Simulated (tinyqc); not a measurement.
Activation against anneal temperature: dopants and charged point defects at anneal temperature: Fermi-level effect, clustering and pairing. Computed by tinyqc, a small Python program. Command: `OMP_NUM_THREADS=1 python tinyqc.py 3016234 3016235 out.jsonl pairing walk`. One thread of a shared host (Intel(R) Xeon(R) Processor @ 2.30GHz), about 0.02 s of CPU time with the checks.

Boltzmann statistics and full ionisation of active dopants. Energies are counted from the valence band; the defect (a vacancy or self-interstitial) has five charge states, with all degeneracy factors one.

Inputs (values chosen for the exercise, for a model semiconductor):

| quantity | value | unit |
|---|---|---|
| gap at 0 K E_g0 | 1.4 | eV |
| Varshni alpha | 0.000652 | eV/K |
| Varshni beta | 176 | K |
| electron mass m_e | 0.0826 | m_0 |
| valleys M_c | 1 | - |
| hole mass m_h | 0.543 | m_0 |
| anneal temperature T | 950 | K |
| total dopant density N | 7.3e+20 | cm^-3 |
| site density N_s | 4.4e+22 | cm^-3 |
| dopant atoms per cluster k | 4 | - |
| cluster binding energy E_b | 1.91 | eV |

Dopant: acceptor. Second part: clustering of the dopant.

Constants: m_0 = 9.1093837015e-31 kg; k_B = 1.380649e-23 J/K; h = 6.62607015e-34 J s; k_B = 8.617333262e-05 eV/K.

Method:
- E_g = E_g0 - alpha T^2/(T + beta).
- N_c = 2 M_c (2 pi m_e k_B T/h^2)^(3/2) and N_v = 2 (2 pi m_h k_B T/h^2)^(3/2), masses in units of m_0.
- n_i = sqrt(N_c N_v) exp(-E_g/2 k_B T); E_i = E_g/2 + (k_B T/2) ln(N_v/N_c).
- p = A/2 + sqrt(A^2/4 + n_i^2) for an active density A.
- k ionised dopants and k carriers form one neutral cluster: C = N_s (A/N_s)^k (p/N_b)^k exp(E_b/k_B T), N_b the effective density of states of the majority band, and N = A + k C (60 bisections in ln A between ln N - 90 and ln N).

Equilibrium activation:

| T (K) | n_i (cm^-3) | active A (cm^-3) | clusters C (cm^-3) | active share |
|---|---|---|---|---|
| 570 | 7.4591e+13 | 4.1940e+18 | 1.8145e+20 | 0.00575 |
| 660 | 7.1433e+14 | 9.0756e+18 | 1.8023e+20 | 0.01243 |
| 760 | 4.8538e+15 | 1.7501e+19 | 1.7812e+20 | 0.02397 |
| 860 | 2.1686e+16 | 2.9277e+19 | 1.7518e+20 | 0.04011 |
| 950 | 6.4856e+16 | 4.2701e+19 | 1.7182e+20 | 0.05850 |
| 1040 | 1.6266e+17 | 5.8648e+19 | 1.6784e+20 | 0.08034 |
| 1140 | 3.8612e+17 | 7.9062e+19 | 1.6273e+20 | 0.10830 |

What does the comparison show, and why?

The active share goes from 0.00575 at 570 K to 0.108 at 1140 K, so a layer activated by a hot, short anneal is metastable and deactivates in later, cooler steps if the dopant can move. Over the first three rows, where most dopant is clustered, a fit of ln A rises with slope 0.281 eV against -1/k_B T, near E_b/(2k) = 0.239 eV plus 0.75 k_B T.
